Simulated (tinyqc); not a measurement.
Trench capacitor in an array: capacitance, non-linearity, leakage and relaxation: two steps of the calculation.

A film between two metal electrodes, each interface adding a series capacitance ci. The small-signal permittivity is ek (1 + aq E^2); the field is found with the linear permittivity. Leakage J = J0 sinh(E/Ef). After a voltage step the film passes a relaxation current kr C V tt^(-nr), tt being the time in seconds. The sidewall is a coaxial capacitor with radii a = dm/2 - t and b = dm/2, depth AR dm; the end face is left out.

Inputs (values chosen for the exercise); permittivity of the order of that of tantalum oxide: relative permittivity of the film ek = 23.5; film thickness t = 28 nm; capacitance of each electrode interface (dead layer and screening) ci = 1000 uF/cm^2; quadratic field coefficient of the permittivity aq = 0.0084 cm^2/MV^2; bias V = 1 V; leakage prefactor J0 = 3.5e-11 A/cm^2; field for an e-fold rise of the leakage Ef = 0.3 MV/cm; diameter of the hole dm = 170 nm; aspect ratio, depth over diameter AR = 20; pitch of the square array pt = 280 nm; resistivity of the inner electrode rho = 1500 uohm cm.

Constants: eps0 = 8.8541878128e-14 F/cm where lengths are in cm. Results are converted to the units shown.

Problem 1. Planar capacitance, field and non-linearity. Planar film: Cf = eps0 ek/t, 1/C = 1/Cf + 2/ci, EOT = 3.9 eps0/C, effective permittivity C t/eps0, E = (V/t) C/Cf; quadratic coefficient [C(V)/C - 1]/V^2 with Cf (1 + aq E^2) in C(V).

Give: Cf; C; EOT; effective permittivity; E; quadratic coefficient; J.

Solution 1.

Cf = 0.7431 uF/cm^2
C = 0.7420 uF/cm^2
EOT = 4.654 nm
effective permittivity = 23.47
E = 0.3566 MV/cm
quadratic coefficient = 1067 ppm/V^2
J = 5.212e-11 A/cm^2

The interfaces take 0.148 % of the voltage.

Problem 2. Cell capacitance, fields and time constant. Per length 1/c = ln(b/a)/(2 pi eps0 ek) + (1/a + 1/b)/(2 pi ci); cell capacitance c AR dm; per footprint over pt^2; fields c V/(2 pi eps0 ek r) at r = a and b; resistance of the inner electrode rho AR dm/(pi a^2); time constant R C/3 of the distributed line.

Find: a; b; cell capacitance; capacitance per footprint; field at a; field at b; R; R C/3.

Solution 2.

a = 57.00 nm
b = 85.00 nm
cell capacitance = 11.11 fF
capacitance per footprint = 14.17 uF/cm^2
field at a = 0.4384 MV/cm
field at b = 0.2940 MV/cm
R = 4.997 kohm
R C/3 = 18.50 ps

The array gives 19.1 times the planar capacitance per footprint; curvature makes the field at the inner electrode 1.23 times the planar value.

Program tinyqc, `OMP_NUM_THREADS=1 python tinyqc.py 2102209 2102210 out.jsonl`; Intel Xeon 2.30GHz, shared host, one thread, about 0.01 s.
